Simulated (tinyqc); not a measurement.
Current of a Schottky diode by thermionic-emission-diffusion theory, and its read-back from I-V-T and C-V data: one step, computed by the program tinyqc.

Full ionisation, no tunnelling, no recombination current. V is the voltage across the junction itself, forward positive.

Question. Barrier at the given bias. N_c(T) = N_c (T/300 K)^(3/2); V_bi = phi_0 - (k_B T/e) ln(N_c(T)/N); surface field F = sqrt(2 e N (V_bi - V - k_B T/e)/(eps eps_0)); image lowering d_phi = sqrt(e F/(4 pi eps eps_0)); effective barrier phi = phi_0 - d_phi - sigma^2 (1 - rho V)/(2 k_B T).

Inputs (values chosen for the exercise, modelled on n-type GaAs):
```
quantity                                     value          unit
Richardson constant A*                        7.79  A/(cm^2 K^2)
effective density of states at 300 K, N_c  4.9e+17        1/cm^3
permittivity eps                              12.9             -
mobility mu                                   6800    cm^2/(V s)
barrier without image force phi_0 (mean)     0.757            eV
doping N                                   1.5e+16        1/cm^3
junction voltage V                            0.32             V
temperature T                                  423             K
standard deviation sigma                        94           meV
relative change of sigma^2 with bias, rho     0.36           1/V
```

Barrier: Gaussian spread of heights.

Constants: k_B = 8.617333262e-05 eV/K; e = 1.602176634e-19 C; eps_0 = 8.8541878128e-12 F/m.

Give: built-in voltage V_bi; surface field F; image lowering; effective barrier phi.

Answer.

built-in voltage V_bi = 0.6111 V

surface field F = 32.74 kV/cm

image lowering = 19.12 meV

effective barrier phi = 0.6306 eV
